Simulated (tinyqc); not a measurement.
# Resistance of a source-drain extension with a graded tip: what changes with what

y runs along the channel, the gate covers y > 0. The doping is N0 for y < y0 and N0 10^(-(y - y0)/la) beyond, uniform over the depth xj. Sheet conductance s(y) = q mu(N) max(N - Nch, 0) xj + (for y > 0) ma Cox Vo, with mu(N) = u0 + (u1 - u0)/(1 + (N/Nr)^au) and Cox = eps0 eox/tox. Current is taken as one-dimensional; depletion of the tip, spreading and the contact are left out. The metallurgical junction lies at yj, where N = Nch.

Inputs (values chosen for the exercise); mobility law close to that of holes in silicon: relative permittivity of the gate insulator (close to silicon dioxide) eox = 3.9; insulator thickness tox = 2.7 nm; active doping of the extension far from the gate N0 = 1.5e20 cm^-3; lateral abruptness la = 1.7 nm/decade; position under the gate where the fall begins (gate edge at 0) y0 = -0.3 nm; depth of the extension xj = 21 nm; channel doping Nch = 3.9e18 cm^-3; spacer length Ls = 19 nm; gate overdrive Vo = 0.72 V; mobility of the gate-induced layer ma = 52 cm^2/(V s); mobility at low doping u1 = 470.5 cm^2/(V s); mobility at high doping u0 = 44.9 cm^2/(V s); reference doping Nr = 2.23e17 cm^-3; exponent au = 0.719; gate length Lg = 45 nm.

Constants: q = 1.602176634e-19 C, eps0 = 8.8541878128e-14 F/cm where lengths are in cm. Results are converted to the units shown.

Each table varies one quantity; the others keep the values above.

## Abruptness at a fixed junction position

R_spacer = integral of dy/s from -Ls to 0, R_ov from 0 to yj, R_channel = (Lg - 2 yj)/(ma Cox Vo), R_total = 2 R_spacer + 2 R_ov + R_channel. Electrical length L_eff = ma Cox dR_total/d(1/Vo); R_series = R_total - L_eff/(ma Cox Vo). y0 is moved with la so that yj stays at 2.3945 nm.

The same in every row: yj (nm) = 2.395; R_channel (ohm um) = 839.8.

Abruptness at a fixed junction position:
```
la (nm/decade),R_spacer (ohm um),R_ov (ohm um),R_total (ohm um),L_eff (nm),R_series (ohm um)
1,7.919,6.663,868.9,40.46,23.87
2.3,8.413,13.59,883.8,40.79,31.93
3.6,11.15,18.56,899.2,41.09,41.06
4.9,15.66,22.19,915.5,41.36,51.78
6.1,20.98,24.81,931.3,41.57,63.10
7.4,27.73,27.10,949.4,41.78,76.79
8.7,35.31,28.98,968.4,41.97,91.84
10,43.61,30.56,988.1,42.14,108.1
```

Read the table: what changes, and by how much?

As la goes from 1 to 10 nm/decade, R_total rises from 869 to 988 ohm um, R_spacer rises from 7.92 to 43.6 ohm um and R_ov rises from 6.66 to 30.6 ohm um. R_total changes on average by 13.2 ohm um for each nm/decade. L_eff exceeds the metallurgical length by 0.254 nm in the first row and 1.93 nm in the last, since the gate also controls the lightly doped tips.

## Effect of the gate overdrive

Same model as above.

The same in every row: yj (nm) = 2.395; R_spacer (ohm um) = 7.948.

Effect of the gate overdrive:
```
Vo (V),R_ov (ohm um),R_channel (ohm um),R_total (ohm um),L_eff (nm),R_series (ohm um)
0.15,18.52,4031,4084,40.32,42.00
0.3,14.84,2015,2061,40.42,35.32
0.45,12.81,1344,1385,40.50,31.80
0.6,11.45,1008,1047,40.58,29.51
0.75,10.43,806.2,842.9,40.66,27.85
0.9,9.635,671.8,707.0,40.72,26.59
1.05,8.985,575.8,609.7,40.79,25.58
1.2,8.441,503.9,536.6,40.85,24.76
```

As Vo goes from 0.15 to 1.2, R_total falls from 4080 to 537 ohm um, L_eff rises from 40.3 to 40.9 nm and R_series falls from 42.0 to 24.8 ohm um. Both extracted quantities depend on the overdrive at which they are taken.

tinyqc, about 0.05 s, one thread, Intel Xeon 2.30GHz (shared host): `OMP_NUM_THREADS=1 python tinyqc.py 2282215 2282216 out.jsonl`
